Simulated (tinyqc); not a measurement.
MOS inversion layer, Poisson-Schroedinger loop: one step of the calculation.

Electrons confined at an insulator interface at z = 0, treated as a hard wall; parabolic valleys, Hartree approximation, no image or exchange terms. The depletion charge lies far deeper than the electrons and gives a uniform field q Nd/(eps0 eps_r); the gate balances all charge. Energies are counted from the band edge at the interface.

Problem. Fermi level and occupations. Level k holds N_k = D_k Vt ln(1 + exp((EF - E_k)/Vt)) with D = md1 m0 q/(pi hbar^2) per eV (spin included); EF is fixed by sum N_k = Ns.

Values chosen for this exercise; masses and permittivity close to those of gallium nitride:
- T = 200 K (temperature)
- md1 = 0.199 m0 (in-plane density-of-states mass of set A)
- Ns = 6e12 cm^-2 (sheet density of electrons)

Constants: q = 1.602176634e-19 C, kB = 1.380649e-23 J/K, hbar = 1.054571817e-34 J s, m0 = 9.1093837015e-31 kg, Vt = kB T/q. Results are converted to the units shown.

levels (eV): A1 0.047541008, A2 0.084784414

Give: EF; N_k.

Solution.

EF = 0.098629 eV
N_k (cm^-2): A1 4.3189e12, A2 1.6811e12

tinyqc, about 0.6 s, one thread, Intel Xeon 2.30GHz (shared host): `OMP_NUM_THREADS=1 python tinyqc.py 2160105 2160106 out.jsonl`
